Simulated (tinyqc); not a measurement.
What each parameter does: shallow donor in an anisotropic valley (effective-mass theory).

One valley: H = -c [(d2/dx2 + d2/dy2)/mt + (d2/dz2)/ml] - q/(eps r), c = hbar^2/2m0, q = e^2/(4 pi eps0). Trial function exp(-sqrt((x^2 + y^2)/a^2 + z^2/b^2)) with a > b: T = (c/3)(2/(mt a^2) + 1/(ml b^2)), V = -(q/eps) atan(u/b)/u, u = sqrt(a^2 - b^2). The central cell of the impurity is left out.

Constants: hbar^2/2m0 = 3.80998211 eV angstrom^2; e^2/(4 pi eps0) = 14.39964547 eV angstrom.

Parameters, chosen for this exercise (out of a larger set: near those of 3C SiC; not measured data): ml = 0.659 m0 (longitudinal mass); mt = 0.26 m0 (transverse mass); eps = 9.7 (dielectric constant).

The minimum of the trial energy. Each row changes one parameter from the base and keeps the others.

Results:

| case | E (meV) | a (angstrom) | b (angstrom) | b/a |
|---|---|---|---|---|
| base | -49.90 | 16.45 | 11.83 | 0.719 |
| ml = 0.824 m0 | -53.00 | 15.82 | 10.52 | 0.665 |
| mt = 0.234 m0 | -46.22 | 17.93 | 12.43 | 0.693 |
| eps = 10.7 | -41.01 | 18.14 | 13.05 | 0.719 |

The largest shifts from the base row, up to three for each result and ties (the steps differ in size, so this ranks the rows, not the parameters). E (meV): eps +8.89, mt +3.68, ml -3.10. a (angstrom): eps +1.70, mt +1.49, ml -0.63. b (angstrom): ml -1.31, eps +1.22, mt +0.60. b/a: ml -0.054, mt -0.026; unchanged at the printed digits by eps. eps only rescales the solution (E as 1/eps^2, lengths as eps), so b/a depends on ml/mt alone.

Program tinyqc; command `OMP_NUM_THREADS=1 python tinyqc.py 1280795 1280796 out.jsonl`; about 0.01 s on one thread of a shared Intel(R) Xeon(R) Processor @ 2.30GHz.
